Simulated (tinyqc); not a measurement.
Thermal RC ladder, step response: one step of the calculation.

A ladder of 2 nodes: R_i joins node i to node i + 1, the last R to the ambient; C_i is the heat capacity of node i; theta is the rise above ambient, zero at t = 0. d theta/dt = -A theta + b with b = (Pw/C_1, 0, ...), times in ms.

Task. One time step. Implicit Euler: (1 + dt A) theta(new) = theta + dt b.

Inputs (values chosen for the exercise):

| symbol | value | unit | meaning |
|---|---|---|---|
| C | [0.27, 4.2] | mJ/K | heat capacities of the nodes |
| Pw | 2.3 | W | power at node 1 from t = 0 |
| dt | 0.49 | ms | time step |

A (1/ms):
```
,node 1,node 2
node 1,5.3676865,-5.3676865
node 2,-0.3450656,0.7943019
```

theta after step 1 (K): node 1 1.2610321, node 2 0.1534817

Wanted: theta after step 2.

Result.

theta after step 2 (K): node 1 1.7298, node 2 0.3210

tinyqc, about 0.01 s, one thread, Intel Xeon 2.30GHz (shared host): `OMP_NUM_THREADS=1 python tinyqc.py 2520039 2520040 out.jsonl`
